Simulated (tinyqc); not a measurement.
What each parameter does: valley splitting in a one-orbital chain of atomic planes (second-neighbour model).

Each (001) plane carries one orbital with energy e0, hopping v to the next plane and u to the second: E(phi) = e0 + 2 v cos(phi) + 2 u cos(2 phi), where phi = pi - k a/4 (the sign of every second orbital is chosen so that v > 0, which shifts the phase by pi). The minimum lies at cos(phi0) = -v/(4u), phi0 = pi - (pi/2) k0 for a valley at k0 (2 pi/a), and e0 puts it at zero. A slab of N planes has hard walls: the matrix simply ends.

A well of Nw planes between barriers of 40 planes each (as of a SiGe alloy, taken as an offset alone). With x = j - 39.5 for plane j = 0, 1, ..., the potential is V0 (f(x) + f(Nw - x)) + F (j - 40) a/4, f(y) = 1/(1 + exp(y/L)), a step for L = 0; L is in planes, 4 L is about the distance over which f goes from 0.88 to 0.12, and 1 MV/m = 1e-4 V/angstrom.

Constants: hbar^2/2m0 = 3.80998211 eV angstrom^2.

Parameters, chosen for this exercise (near those of the Delta valleys of silicon; abrupt walls in this chain split the valleys several times more than measured wells; shifted at random, so the results belong to these values and not to a real crystal): a = 5.431 angstrom (lattice constant; planes lie a/4 apart); k0 = 0.81 2 pi/a (position of the valley); ml = 0.98 m0 (longitudinal mass); V0 = 0.25 eV (barrier height); F = 15 MV/m (field); Nw = 52 (planes in the well).

Step interfaces (L = 0). u, v, e0 follow from 8 u sin^2(phi0) = (2c/ml)/(a/4)^2, v = -4u cos(phi0), e0 = 2u + v^2/(4u), c = hbar^2/2m0.

One parameter was then changed.

Results before and after:

| case | mean level (meV) | splitting (micro-eV) |
|---|---|---|
| base | 40.63 | 2133.4 |
| changed | 41.73 | 2133.6 |

Which of these changes was made? (a) V0 = 0.375 eV; (b) ml = 1.078 m0; (c) Nw = 53; (d) k0 = 0.82 2 pi/a; (e) F = 30 MV/m.

Answer: (a) V0 = 0.375 eV. Of the candidates, run in turn, only this one gives the changed row.

All candidates:

| case | mean level (meV) | splitting (micro-eV) |
|---|---|---|
| base | 40.63 | 2133.4 |
| k0 = 0.82 2 pi/a | 40.63 | 2123.8 |
| ml = 1.078 m0 | 39.40 | 2133.6 |
| V0 = 0.375 eV | 41.73 | 2133.6 |
| F = 30 MV/m | 61.11 | 4269.4 |
| Nw = 53 | 40.63 | 2134.2 |

Run: tinyqc, `OMP_NUM_THREADS=1 python tinyqc.py 1450511 1450512 out.jsonl`; Intel(R) Xeon(R) Processor @ 2.30GHz, one thread, shared host; about 0.01 s of CPU time with all checks.
